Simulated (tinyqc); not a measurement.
Small-signal admittance of a forward-biased p+-n diode: one step of the calculation.

Holes injected into a neutral base of width wb with an ohmic contact at its end; low injection, p0 far above the equilibrium density. A small voltage v exp(i w t), w = 2 pi f, modulates the edge density by p0 v/Vt, and the small-signal density obeys Dp d2p/dx2 = (1/tau + i w) p.

Problem. Closed-form admittance. L = sqrt(Dp tau); direct current J = (q Dp p0/L) coth(wb/L); k = sqrt(1 + i w tau)/L; diffusion admittance Y = (q Dp p0/Vt) k coth(k wb) = G + i w C_diff; junction capacitance C_j = sqrt(q eps0 eps_r Nd/(2 Vr)) in the depletion approximation, with the remaining barrier Vr = Vt ln(Na/p0), a rough value under forward bias; base-width modulation is left out.

Values chosen for this exercise; permittivity close to that of germanium: temperature T = 350 K; relative permittivity eps_r = 16; donor density of the base Nd = 1.2e16 cm^-3; hole diffusion coefficient Dp = 26 cm^2/s; hole lifetime tau = 1e-7 s; width of the neutral base wb = 48 um; excess hole density at the junction edge p0 = 3.7e12 cm^-3; acceptor density of the p+ side Na = 1e19 cm^-3; signal frequency f = 1.8e5 Hz.

Constants: q = 1.602176634e-19 C, kB = 1.380649e-23 J/K, Vt = kB T/q, eps0 = 8.8541878128e-14 F/cm where lengths are in cm. Results are converted to the units shown.

Wanted: L; J; k wb; Y; C_diff; C_j.

Solution.

L = 16.125 um
J = 0.0096085 A/cm^2
k wb = 2.9816+0.1681i
Y = 0.31901+0.01744i S/cm^2
C_diff = 0.015420 uF/cm^2
C_j = 0.055217 uF/cm^2

G is 1.00 times its low-frequency value J/Vt, and C_diff is 0.279 times C_j.

Computed by the program tinyqc: `OMP_NUM_THREADS=1 python tinyqc.py 2890157 2890158 out.jsonl`, one thread of a shared Intel Xeon 2.30GHz, about 0.01 s for the whole run.
